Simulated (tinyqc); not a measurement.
Surface segregation during layer-by-layer epitaxy: two-layer exchange kinetics and the shape of quantum wells and delta layers: one step, computed by the program tinyqc.

Atoms A and B exchange only between the growing layer and the one below it. B is supplied for N layers, then pure A follows.

Question. Exchange rates. p1 = nu exp(-E1/(k_B T)) (B up, A down), p2 = nu exp(-(E1 + E_s)/(k_B T)) (B down); time per layer tau = 1/G; K = p1/p2. Temperatures in kelvin are T(C) + 273.15. Dilute equilibrium share passed up per layer R_eq = K/(1 + K).

Inputs (values chosen for the exercise, close to those used for germanium in silicon):
```
quantity,value,unit
barrier E1 for B to move up,1.59,eV
segregation energy E_s,0.31,eV
attempt frequency nu,10,THz
growth rate G,0.29,layers/s
temperature T,300,C
```

Constants: k_B = 8.617333262e-05 eV/K.

Give: p1; p2; p1 tau; K; R_eq.

Answer.

p1 = 0.10446 1/s

p2 = 1.9637e-04 1/s

p1 tau = 0.36019

K = 531.95

R_eq = 0.99812

Exchange and growth compete.
